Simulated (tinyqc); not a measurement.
# Finnis-Sinclair potential for a bcc metal: fit to cohesion and elasticity, then vacancy, surfaces and structure, step by step

A worked calculation. Computed by tinyqc, a small Python program that keeps every step. Command: `OMP_NUM_THREADS=1 python tinyqc.py 3113379 3113380 out.jsonl fsfit walk`. One thread of a shared host (Intel(R) Xeon(R) Processor @ 2.30GHz), about 0.01 s of CPU time with the checks. Intermediate numbers are printed to about 5 digits and carried at full precision; extremes and crossings named in words are read from the listed rows.

E = (1/2) sum V(r) - A sqrt(rho), rho = sum phi(r), phi = (r - d)^2 for r < d, V = (r - c)^2 (c0 + c1 r + c2 r^2) for r < c. In bcc the 8 first neighbours lie at sqrt(3) a/2 and the 6 second at a; both cut-offs lie below the third shell; Omega = a^3/2; E is per atom and z the number of atoms in a shell. The four constants A, c0, c1, c2 are fitted to E_c, zero pressure, B and C12 - C44 alone, so C44 and C11 - C12 are not matched singly; defects are unrelaxed.

Inputs (values chosen for the exercise, modelled on tantalum):
```
quantity             value      unit
lattice constant a   3.306  angstrom
cohesive energy E_c   7.99        eV
target C11             272       GPa
target C12             157       GPa
target C44              81       GPa
density cut-off d/a   1.25         -
pair cut-off c/a     1.284         -
```

Constants: 1 eV/angstrom^3 = 160.2176634 GPa; 1 eV/angstrom^2 = 16.02176634 J/m^2.

## Density sums and the constant A

rho = sum z phi, rho1 = sum z r phi', rho2 = sum z r^2 phi''. At zero pressure the effective pair part V + 2 F' phi obeys C12 = C44, so C12 - C44 = F'' (rho1/3)^2/Omega with F'' = A/(4 rho^(3/2)); this gives A.

rho = 16.990 angstrom^2

rho1 = -90.940 angstrom^2

rho2 = 262.31 angstrom^2

A = 2.6125 eV/angstrom

## Three linear equations for c0, c1, c2

With v_k = (r - c)^2 r^k the rows are (1/2) sum z v_k, (1/2) sum z r v_k' and (1/2) sum z r^2 v_k''. With rho1 = sum z r phi' and rho2 = sum z r^2 phi'' the right-hand sides are: -E_c + A sqrt(rho) (cohesion); A rho1/(2 sqrt(rho)) (zero pressure); 9 B Omega + A [rho2/(2 sqrt(rho)) - rho1^2/(4 rho^(3/2))] with B = (C11 + 2 C12)/3.

matrix:
```
                  c0       c1       c2
cohesion       10.28    30.61    91.51
pressure      -50.27  -121.58  -279.97
bulk modulus  131.16   100.18  -414.67
```

right-hand side (eV): 2.78  -28.82  204.24

## Solution

Solve the three equations.

c0, c1, c2 (eV/angstrom^2, eV/angstrom^3, eV/angstrom^4): 2.5612  -0.9981  0.0764

## Elastic constants of the fitted potential

Second differences of E with strains of 1e-4: e_xx gives C11, (e_xx, e_yy) = (1, -1) gives 2 (C11 - C12), an engineering shear gives C44. B and C12 - C44 are fitted; the one combination left tests the choice of d.

C11 = 245.80 GPa

C12 = 170.10 GPa

C44 = 94.100 GPa

error of C44 = 16.173 %

error of C' = (C11 - C12)/2 = -34.175 %

C44 comes out high and C' low: with B and C12 - C44 fixed, C44 + 2 C'/3 is fixed too, so the two errors have opposite signs.

## Unrelaxed vacancy

E_v = -A sum_shells z [sqrt(rho - phi(r)) - sqrt(rho)] - (1/2) sum z V(r): the neighbours lose one bond each, and the atom is put back in the bulk.

V at the two shells (eV): 0.63053  0.08551

phi at the two shells (angstrom^2): 1.6114  0.6831

vacancy energy E_v = 2.7208 eV

E_v/E_c = 0.34052

A pair potential would give E_v = E_c; the square root lowers the ratio to 0.34.

## Unrelaxed surfaces

An atom in layer i below the surface keeps only neighbours no higher than the top layer; gamma = sum_i (E_i + E_c)/(area per surface atom), with layer spacings a/2, a/sqrt2 and areas a^2, a^2/sqrt2 for (100) and (110).

Excess energy by layer (eV):
```
face    layer 1   layer 2  layer 3
(100)  1.260764  0.175947        0
(110)  0.852519  0.000000        0
```

gamma(100) = 2.1061 J/m^2

gamma(110) = 1.7674 J/m^2

gamma(100)/gamma(110) = 1.19.

## bcc against fcc

E of each lattice against the volume per atom, as a multiple of Omega; all neighbours inside the cut-offs are summed.

Energies (eV/atom):
```
V/Omega      bcc      fcc  fcc less bcc (meV)
0.80     -7.4249  -7.3070              117.91
0.84     -7.6468  -7.4994              147.43
0.88     -7.8066  -7.6430              163.62
0.92     -7.9124  -7.7469              165.49
0.96     -7.9715  -7.8193              152.23
1.00     -7.9900  -7.8648              125.22
1.05     -7.9640  -7.8800               84.04
1.10     -7.8917  -7.8532               38.51
1.20     -7.6373  -7.6853              -48.05
```

The lowest fcc row, at V/Omega = 1.05, lies +110 meV from the bcc minimum: the fit keeps bcc stable, though nothing in it asked for that.

Checks made by the program: B and C12 - C44 recovered (relative difference 9e-09).
